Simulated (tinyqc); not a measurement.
Inside a calculation: phonon-assisted absorption at an indirect gap. Values are carried at full precision from step to step, so a last printed digit may differ when a step is redone from the rounded ones.

alpha(E) = sum_j A_j [N_j (E - Eg + w_j)^2 + (N_j + 1)(E - Eg - w_j)^2], each bracket counted only where its base is positive; N_j = 1/(exp(w_j/kB T) - 1). The first term absorbs a phonon and the second emits one; excitons and direct transitions are left out.

Constants: kB = 8.617333262e-05 eV/K.

Values chosen for the exercise (loosely those of GaP at room temperature; Eg is not tied to T; shifted at random, so the results belong to these values and not to a real crystal): Eg = 2.27 eV (indirect gap, held fixed unless listed); w = (44.8, 12.5) meV (two zone-edge phonons); A = (4400, 690) 1/(cm eV^2) (their strengths); T = 500 K; E = 2.375 eV (photon energy); nr = 3.38 (refractive index); d = 2.8 micrometre (thickness); xj = 0.57 micrometre (dead layer at the surface); W = 2.1 micrometre (depleted width); L = 7.2 micrometre (minority diffusion length below it).

## The four branches at one energy

Evaluate the occupations and each term.

N_j: 0.5469  2.971

terms with phonon absorption (1/cm): 54.00  28.30

terms with phonon emission (1/cm): 24.67  23.44

alpha = 130.4 1/cm
wavelength hc/E (hc = 1239.841984 eV nm) = 522.0 nm

Phonon absorption supplies 63.1 % of alpha; the depth 1/alpha is 76.7 micrometre.

## What a slab does with it

Slab of thickness d in air, incoherent passes: R = ((nr - 1)/(nr + 1))^2, x = exp(-alpha d); transmitted Tr = (1 - R)^2 x/(1 - R^2 x^2), reflected Rt = R + (1 - R)^2 R x^2/(1 - R^2 x^2), absorbed Ab = (1 - R)(1 - x)/(1 - R x).

d in cm is 1e-4 times the value in micrometres.

R = 0.2953
x = 0.9641
Tr = 0.5211
Rt = 0.4436
Ab = 0.0353

A single pass would absorb (1 - R)(1 - x) = 0.0253; the back face adds 0.0101.

## Quantum efficiency of a diode

Photodiode (Gaertner form with a dead layer): QE = (1 - R) exp(-alpha xj) [1 - exp(-alpha W)/(1 + alpha L)], R = ((nr - 1)/(nr + 1))^2; responsivity = QE/E in A/W for E in eV.

Evaluate the factors; 1 micrometre = 1e-4 cm.

passes the dead layer = 0.9926
collected share = 0.1105
QE = 0.0773
responsivity = 0.0326 A/W

Without diffusion from below the collected share would be 0.0270.

## Checks

- Tr + Rt + Ab against 1: both 1.000000.

tinyqc: `OMP_NUM_THREADS=1 python tinyqc.py 1650838 1650839 out.jsonl`; about 0.01 s, one thread, shared Intel(R) Xeon(R) Processor @ 2.30GHz.
